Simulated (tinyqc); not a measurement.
Activation against anneal temperature: dopants and charged point defects at anneal temperature: Fermi-level effect, clustering and pairing. Computed by tinyqc, a small Python program. Command: `OMP_NUM_THREADS=1 python tinyqc.py 3000883 3000884 out.jsonl pairing walk`. One thread of a shared host (Intel(R) Xeon(R) Processor @ 2.30GHz), about 0.02 s of CPU time with the checks.

Boltzmann statistics and full ionisation of active dopants. Energies are counted from the valence band; the defect (a vacancy or self-interstitial) has five charge states, with all degeneracy factors one.

Inputs (values chosen for the exercise, with bands modelled on GaAs):
```
quantity                       value   unit
gap at 0 K E_g0                 1.49     eV
Varshni alpha               0.000542   eV/K
Varshni beta                     208      K
electron mass m_e              0.066    m_0
valleys M_c                        1      -
hole mass m_h                  0.542    m_0
anneal temperature T            1030      K
total dopant density N       6.6e+18  cm^-3
site density N_s             2.7e+22  cm^-3
dopant atoms per cluster k         3      -
cluster binding energy E_b      1.88     eV
```

Dopant: donor. Second part: clustering of the dopant.

Constants: m_0 = 9.1093837015e-31 kg; k_B = 1.380649e-23 J/K; h = 6.62607015e-34 J s; k_B = 8.617333262e-05 eV/K.

Method:
- E_g = E_g0 - alpha T^2/(T + beta).
- N_c = 2 M_c (2 pi m_e k_B T/h^2)^(3/2) and N_v = 2 (2 pi m_h k_B T/h^2)^(3/2), masses in units of m_0.
- n_i = sqrt(N_c N_v) exp(-E_g/2 k_B T); E_i = E_g/2 + (k_B T/2) ln(N_v/N_c).
- n = A/2 + sqrt(A^2/4 + n_i^2) for an active density A.
- k ionised dopants and k carriers form one neutral cluster: C = N_s (A/N_s)^k (n/N_b)^k exp(E_b/k_B T), N_b the effective density of states of the majority band, and N = A + k C (60 bisections in ln A between ln N - 90 and ln N).

Equilibrium activation:
```
T (K)  n_i (cm^-3)  active A (cm^-3)  clusters C (cm^-3)  active share
620     5.6814e+13        1.0887e+17          2.1637e+18       0.01650
720     5.3695e+14        2.7384e+17          2.1087e+18       0.04149
820     3.0226e+15        5.5466e+17          2.0151e+18       0.08404
930     1.3511e+16        1.0163e+18          1.8612e+18       0.15399
1030    4.0676e+16        1.5754e+18          1.6749e+18       0.23870
1130    1.0220e+17        2.2516e+18          1.4495e+18       0.34115
1240    2.4035e+17        3.0925e+18          1.1692e+18       0.46856
```

What does the comparison show, and why?

The active share goes from 0.0165 at 620 K to 0.469 at 1240 K, so a layer activated by a hot, short anneal is metastable and deactivates in later, cooler steps if the dopant can move. Over the first three rows, where most dopant is clustered, a fit of ln A rises with slope 0.357 eV against -1/k_B T, near E_b/(2k) = 0.313 eV plus 0.75 k_B T.
